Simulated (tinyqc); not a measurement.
# Changing the bond bending beta

Model: Keating valence-force model of a tetrahedral crystal. Computed by tinyqc, a small Python program. Command: `OMP_NUM_THREADS=1 python tinyqc.py 3008248 3008249 out.jsonl keating sweep`. One thread of a shared host (Intel(R) Xeon(R) Processor @ 2.30GHz), about 0.04 s of CPU time with the checks.

Atom A sits at 0 and atom B at a/4 (1,1,1) of an fcc lattice; the four bonds from A are t = a/4 (1,1,1), a/4 (1,-1,-1), a/4 (-1,1,-1), a/4 (-1,-1,1), of length d = sqrt(3) a/4. Energy: E = (3 alpha/(8 d^2)) sum over bonds (r.r - d^2)^2 + (3 beta/(8 d^2)) sum over pairs of bonds at one atom (r_i.r_j + d^2/3)^2; both atoms have the mass M. The cell holds two atoms, Omega = a^3/4. 1 N/m = 1 J/m^2. With constants fitted to the elastic moduli this model puts optical and zone-boundary frequencies of real crystals too high, by up to about 20 % in elemental crystals and up to about 50 % in compounds, and mostly by more for TA modes; in compounds the lattice part of the static dielectric constant then comes out too low.

Inputs (values chosen for the exercise, modelled on diamond): lattice constant a = 3.567 angstrom; atomic mass M = 12.011 u; bond stretching alpha = 134 N/m.

Structure: diamond.

Constants: nu for 1 eV/(angstrom^2 u) = 15.6333042 THz; 1 eV/angstrom^2 = 16.02176634 J/m^2; 1 THz = 33.35640952 1/cm.

Method:
- C11 = (alpha + 3 beta)/a, C12 = (alpha - beta)/a, C44 = 4 alpha beta/(a (alpha + beta)); with the two sublattices clamped C44(0) = (alpha + beta)/a; internal-strain parameter zeta = (alpha - beta)/(alpha + beta); B = (C11 + 2 C12)/3.
- mu = M/2; lambda = 4 (alpha + beta)/mu with the springs in eV/angstrom^2; nu = 15.6333042 THz x sqrt(lambda).
- With displacements u exp(i q.r), each bracket changes by g.u, where g = (g_A, g_B): bond t, g = (-2 t, 2 t exp(i q.t)); pair (i, j) at A, g = (-(t_i + t_j), t_i exp(i q.t_j) + t_j exp(i q.t_i)); pair at B, g = (-t_i exp(-i q.t_j) - t_j exp(-i q.t_i), t_i + t_j). Then D_mn = sum over the 4 bonds and 12 pairs of (4 k/a^2) conj(g_m) g_n / sqrt(M_m M_n), with k = alpha or beta converted to eV/angstrom^2.
- An eigenvalue lambda of D in eV/(angstrom^2 u) gives nu = 15.6333042 THz x sqrt(lambda).
- Take the lowest frequency at X = (1, 0, 0) 2 pi/a, the transverse acoustic (TA) mode.

One run for each value; columns: (1) bond bending beta (N/m); (2) C44 (GPa); (3) internal-strain parameter zeta; (4) TA frequency at X (THz); (5) C11 (GPa); (6) C12 (GPa); (7) Raman frequency (THz):
```
(1)       (2)      (3)     (4)     (5)     (6)     (7)
4.0     43.56  0.94203   6.375   409.3  364.45  37.445
6.5     69.52  0.90747   8.127   430.3  357.44  37.782
11.0   114.00  0.84828  10.572   468.2  344.83  38.383
17.0   169.17  0.77483  13.142   518.6  328.01  39.169
28.0   259.72  0.65432  16.867   611.2  297.17  40.570
46.0   384.01  0.48889  21.619   762.5  246.71  42.765
74.0   534.60  0.28846  27.420   998.0  168.21  45.971
120.0  709.92  0.05512  34.917  1384.9   39.25  50.800
```

Over the rows, C44 (GPa) rises from 43.6 to 710 (exponent d ln y / d ln x 0.96 between the first rows and 0.59 between the last); internal-strain parameter zeta falls from 0.942 to 0.0551 (exponent d ln y / d ln x -0.077 between the first rows and -3.4 between the last); TA frequency at X (THz) rises from 6.38 to 34.9 (exponent d ln y / d ln x about 0.50 throughout). At the low end the exponent of C44 is 0.96, close to 1: for beta much below alpha the relaxed C44 tends to 4 beta/a. The exponent of TA frequency at X stays at 0.50: this mode mostly bends angles, so nu goes as sqrt(beta). The clamped-to-relaxed loss zeta^2 shrinks from 89 % to 0 %. Without bond bending C44, C11 - C12 and the TA frequency at X would all vanish: the tetrahedral net is held against shear by its angles.

Extremes, crossings and ranges named in words are read from the listed rows.
